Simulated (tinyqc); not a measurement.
Fully depleted semiconductor-on-insulator film with two gates, non-linear Poisson equation by Newton steps: two steps of the calculation.

One dimension across the film, front interface at x = 0, back interface at x = ts. psi is counted from the intrinsic level, n = ni exp(psi/Vt) (source grounded), holes neglected, acceptors ionised. Gates act through Cox = eps0 eox/tox and Cbox = 3.9 eps0/tb with potentials G1 = Vg - (phiM - chi - Vt ln(Nc/ni)) and G2 = Vb - (phiB - chi - Vt ln(Nc/ni)). Classical Boltzmann densities, no interface charge, no depletion in the back plane.

Values chosen for this exercise; band and dielectric values close to those of In0.53Ga0.47As: temperature T = 350 K; relative permittivity of the gate insulator (close to silicon dioxide) eox = 3.9; insulator thickness tox = 4.8 nm; film thickness ts = 16 nm; buried-oxide thickness (eps_r 3.9) tb = 16 nm; acceptor density of the film Na = 1e15 cm^-3.

Constants: q = 1.602176634e-19 C, kB = 1.380649e-23 J/K, Vt = kB T/q, eps0 = 8.8541878128e-14 F/cm where lengths are in cm. Results are converted to the units shown.

Problem 1. Density, residual and Jacobian diagonal. Nodes 0 to 10, h = ts/10, box widths w = h (h/2 at both ends), a = eps0 eps_r/h. F_i = a (psi_(i+1) - 2 psi_i + psi_(i-1)) - q w_i (n_i + Na); F_0 = a (psi_1 - psi_0) + Cox (G1 - psi_0) - q w_0 (n_0 + Na); F_10 = a (psi_9 - psi_10) + Cbox (G2 - psi_10) - q w_10 (n_10 + Na). Diagonal b_i = -2 a - q w_i n_i/Vt, with -a - Cox and -a - Cbox in place of -2 a at the ends.

psi after iteration 2, node 0 to 10 (V): [0.18726303, 0.16479847, 0.13197162, 0.08352111, 0.03858288, 0.00897499, -0.01177660, -0.02754693, -0.04020655, -0.05075770, -0.05979167]
ni = 7.0286487e12 cm^-3
a = 7.8027530 uF/cm^2
G1 = 0.80781774 V
G2 = -2.1721823 V

Find: n; residual F; diagonal b.

Solution 1.

n, node 0 to 10 (cm^-3): [3.4941e15, 1.6591e15, 5.5870e14, 1.1208e14, 2.5260e13, 9.4647e12, 4.7566e12, 2.8198e12, 1.8532e12, 1.3062e12, 9.6808e11]
residual F, node 0 to 10 (in units of 1e-7 C/cm^2): [2.7109, -0.8092, -1.2195, 0.2738, 1.1959, 0.6908, 0.3884, 0.2425, 0.1643, 0.1181, -3.8542]
diagonal b, node 0 to 10 (F/cm^2): [-8.5236e-6, -1.5607e-5, -1.5606e-5, -1.5606e-5, -1.5606e-5, -1.5606e-5, -1.5606e-5, -1.5606e-5, -1.5606e-5, -1.5606e-5, -8.0186e-6]

Problem 2. Newton step. Solve a d_(i-1) + b_i d_i + a d_(i+1) = -F_i for all nodes. Each component d is damped to sign(d) Vt ln(1 + |d|/Vt) before it is added.

a = 7.8027530 uF/cm^2
diagonal b, node 0 to 10 (F/cm^2): [-8.5236407e-6, -1.5606916e-5, -1.5605981e-5, -1.5605601e-5, -1.5605527e-5, -1.5605514e-5, -1.5605510e-5, -1.5605508e-5, -1.5605508e-5, -1.5605507e-5, -8.0185742e-6]
residual F, node 0 to 10 (C/cm^2): [2.7108571e-7, -8.0922465e-8, -1.2194756e-7, 2.7376914e-8, 1.1959263e-7, 6.9077624e-8, 3.8841775e-8, 2.4246387e-8, 1.6426178e-8, 1.1812516e-8, -3.8542086e-7]
psi after iteration 2, node 0 to 10 (V): [0.18726303, 0.16479847, 0.13197162, 0.08352111, 0.03858288, 0.00897499, -0.01177660, -0.02754693, -0.04020655, -0.05075770, -0.05979167]

Wanted: Newton step d, before damping; psi after iteration 3.

Solution 2.

Newton step d, before damping, node 0 to 10 (V): [0.05301, 0.02317, 0.00370, -0.00014, -0.00749, -0.03017, -0.06170, -0.09821, -0.13782, -0.17954, -0.22277]
psi after iteration 3, node 0 to 10 (V): [0.21786, 0.18199, 0.13546, 0.08338, 0.03189, -0.01193, -0.04537, -0.07123, -0.09200, -0.10924, -0.12393]

Computed by the program tinyqc: `OMP_NUM_THREADS=1 python tinyqc.py 2190027 2190028 out.jsonl`, one thread of a shared Intel Xeon 2.30GHz, about 0.3 s for the whole run.
